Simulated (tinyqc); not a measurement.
## Tunnelling through a gate dielectric, WKB transmission and Tsu-Esaki current: dielectrics compared at equal EOT

Electrons leave the emitter at x = 0. Energies E (motion across the layers) are in eV from the emitter Fermi level; the collector Fermi level lies at -V and offers states at every E. No charge in the dielectric and no image force: F1 = V/t1, U = phi1 - F1 x. With C = hbar^2/(2 m0), kappa = sqrt(m (U - E)/C) where U > E and 0 elsewhere; T(E) = exp(-S), S = 2 times the integral of kappa over x.

A single layer of thickness t1 = EOT eps_r/3.9 for each dielectric, at V = 1.2 V. Each layer adds (2/F) sqrt(m/C) [G(u at its left edge) - G(u at its right edge)] to S, with u = U - E (0 where negative) and G(u) = (2/3) u^1.5. J = J0 times the integral of T(E) N(E) dE, N = ln[(1 + exp(-E/Vt))/(1 + exp((-E - V)/Vt))], J0 = q^2 me m0 kB T/(2 pi^2 hbar^3) (times 1e-4 for A/cm^2 per eV), from E = -Ef to far above the barrier (T = 1 there), by quadrature converged to the digits shown.

Parameters, values chosen for the exercise: temperature T = 200 K; Fermi energy of the emitter above its band bottom Ef = 0.13 eV; emitter mass in the supply function me = 1 m0; equivalent oxide thickness EOT = 1.4 nm.

Constants: q = 1.602176634e-19 C, kB = 1.380649e-23 J/K, hbar = 1.054571817e-34 J s, m0 = 9.1093837015e-31 kg, Vt = kB T/q, hbar^2/(2 m0) = 0.0380998212 eV nm^2. Results are converted to the units shown.

Dielectrics (values chosen for the exercise, close to those of the materials named):
```
                 eps_r  phi1 (eV)  m1 (m0)
silicon dioxide   3.79       2.98     0.51
silicon nitride   7.31       2.04      0.5
aluminium oxide   8.69       2.64     0.39
hafnium oxide     22.1       1.48      0.2
zirconium oxide   24.7       1.36     0.25
```

Leakage at equal EOT:
```
                 t1 (nm)  S at E = 0  J (A/cm^2)  eps_r sqrt(m1 phi1)
silicon dioxide    1.361       15.32       24.93                4.672
silicon nitride    2.624       22.64     0.01154                7.383
aluminium oxide    3.119       28.41    3.894e-5                8.818
hafnium oxide      7.933       33.37    1.241e-7                12.02
zirconium oxide    8.867       38.41   6.191e-10                14.40
```

What does the comparison show?

From the lowest current to the highest: zirconium oxide, hafnium oxide, aluminium oxide, silicon nitride, silicon dioxide; the span is 10.6 decades. The figure eps_r sqrt(m1 phi1), to which S is proportional at low voltage, gives the same order.

Program tinyqc, `OMP_NUM_THREADS=1 python tinyqc.py 2540141 2540142 out.jsonl`; Intel Xeon 2.30GHz, shared host, one thread, about 0.03 s.
